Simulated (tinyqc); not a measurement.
Junction parameters from two forward currents.

Problem. D(v) = J1 (exp(v/Vt) - 1) + J2 (exp(v/(2 Vt)) - 1). Find J1, J2 and the voltage 2 Vt ln(J2/J1) near which both parts are equal.

Parameters, values chosen for the exercise: temperature T = 398 K.

Constants: q = 1.602176634e-19 C, kB = 1.380649e-23 J/K, Vt = kB T/q. Results are converted to the units shown.

junction voltages (V): 0.3  0.63
currents (uA/um): 3.3202234e-7  9.0773022e-4

Answer. The current is linear in J1 and J2, so two points give two equations.

J1 = 9.200e-12 uA/um
J2 = 3.500e-9 uA/um
crossover = 0.4075 V

tinyqc, about 0.2 s, one thread, Intel Xeon 2.30GHz (shared host): `OMP_NUM_THREADS=1 python tinyqc.py 2182039 2182040 out.jsonl`
